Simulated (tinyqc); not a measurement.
Worked calculation: tight binding, honeycomb lattice. One step of it, computed by the program tinyqc.

Problem. Bloch Hamiltonian at k. H_AB = -t1 (1 + exp(-i k.a1) + exp(-i k.a2)); H_AA = delta - 2 t2 sum cos(k.b + phi), H_BB = -delta - 2 t2 sum cos(k.b - phi), b = a1, a2 - a1, -a2.

Parameters chosen for this model:
```
parameter     value                        unit
t1         2.500000                 eV, nearest
t2                0       eV, second neighbours
phi        1.570000  rad, phase of t2 (Haldane)
delta             0          eV, +/- on A and B
```

k point k (fractions of the reciprocal vectors): -0.280000  -0.290000

Give: H(k) at k.

Solution.

H(k) at k (eV):
```
                 A                B
A           0.0000  -1.4098-4.8772i
B  -1.4098+4.8772i           0.0000
```
